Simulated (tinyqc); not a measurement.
Gate voltage for a given inversion charge.

Question. p-type body, charge-sheet picture, depletion and inversion only, full ionisation (an idealisation for deep acceptors), Boltzmann statistics (rough once Na exp(x - xn) passes about Nc/7). In units of Vt: xg = (Vg - Vfb)/Vt, x = psi/Vt, G = gamma/sqrt(Vt), xn = (2 phiF + Vc)/Vt. The implicit equation is (xg - x)^2 = G^2 [x - 1 + exp(x - xn)] for x above about 3. Cox = eps0 eox/tox. ni = sqrt(Nc Nv) exp(-Eg/(2 Vt)), Eg in volts; phiF = Vt ln(Na/ni); gamma = sqrt(2 q eps0 eps_r Na)/Cox. N_inv = (Cox Vt G/q) [sqrt(x - 1 + exp(x - xn)) - sqrt(x - 1)]. Find x - xn, psi and Vg.

Parameters, values chosen for the exercise; band and dielectric values close to those of silicon: temperature T = 300 K; band gap Eg = 1.12 eV; relative permittivity eps_r = 11.6; conduction-band density of states at T Nc = 2.75e19 cm^-3; valence-band density of states at T Nv = 2.64e19 cm^-3; relative permittivity of the gate insulator (close to aluminium oxide) eox = 8.81; insulator thickness tox = 7.7 nm; acceptor density Na = 2.5e17 cm^-3; flat-band voltage Vfb = -0.68 V; channel-body voltage Vc = 0.5 V.

Constants: q = 1.602176634e-19 C, kB = 1.380649e-23 J/K, Vt = kB T/q, eps0 = 8.8541878128e-14 F/cm where lengths are in cm. Results are converted to the units shown.

N_inv = 1.7e10 cm^-2

Answer. N_inv rises steadily with x, so it fixes x; the implicit equation then gives xg directly.

x - xn = -0.155
psi = 1.37 V
Vg = 1.03 V

Numbers from tinyqc (`OMP_NUM_THREADS=1 python tinyqc.py 2122148 2122149 out.jsonl`; about 0.01 s on one thread of a shared Intel Xeon 2.30GHz).
